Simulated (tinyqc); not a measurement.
Lattice vibrations of a chain, step by step. One step of it, computed by the program tinyqc.

Question. Dynamical matrix at q = 0.32. q is in units of 2 pi/a. A spring k from atom i to atom j, n cells on, adds k to Phi_ii and Phi_jj, -k exp(2 pi i q n) to Phi_ij and the conjugate to Phi_ji (for one atom a cell: 2k (1 - cos 2 pi q n)); D_ij = Phi_ij / sqrt(m_i m_j).

A chain moving along its axis:
```
atom,mass (u),spring to the next atom (eV/angstrom^2)
1,41.300000,5.300000
2,117.200000,21.800000
```

Give: D(q).

Answer.

D(q) (eV/(angstrom^2 u)):
```
,1,2
1,0.6562,0.0572+0.2835i
2,0.0572-0.2835i,0.2312
```
